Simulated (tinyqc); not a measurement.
Pinning of the barrier by interface states.

Cowley-Sze model with the space charge neglected: phiB = S (phiM - chi) + (1 - S)(Eg - phi0), S = 1/(1 + q Dit dl/(eps0 ei)), dl in cm.

Values chosen for this exercise; band and dielectric values close to those of 4H silicon carbide: band gap Eg = 3.29 eV; electron affinity chi = 3.63 eV; thickness of the interfacial layer dl = 0.2 nm; relative permittivity of the interfacial layer ei = 3.9; neutral level above the valence band phi0 = 1.36 eV; metal work function phiM = 4.75 eV.

Constants: q = 1.602176634e-19 C, eps0 = 8.8541878128e-14 F/cm where lengths are in cm. Results are converted to the units shown.

Pinning of the barrier by interface states:
```
Dit (cm^-2 eV^-1)        S  phiB (eV)  change of phiB for 0.5 eV more work function (eV)
1e11                0.9991      1.121                                             0.4995
3e11                0.9972      1.122                                             0.4986
1e12                0.9908      1.127                                             0.4954
3e12                0.9729      1.142                                             0.4865
1e13                0.9151      1.189                                             0.4575
3e13                0.7822      1.296                                             0.3911
1e14                0.5187      1.510                                             0.2593
3e14                0.2643      1.716                                             0.1321
1e15               0.09728      1.851                                            0.04864
```

S falls from 0.999 to 0.0973, passing 1/2 at Dit = eps0 ei/(q dl) = 1.08e14 cm^-2 eV^-1. The barrier rises from 1.12 to 1.85 eV, from near the Schottky-Mott value phiM - chi = 1.12 eV towards the pinned value Eg - phi0 = 1.93 eV.

tinyqc, about 0.05 s, one thread, Intel Xeon 2.30GHz (shared host): `OMP_NUM_THREADS=1 python tinyqc.py 2020136 2020137 out.jsonl`
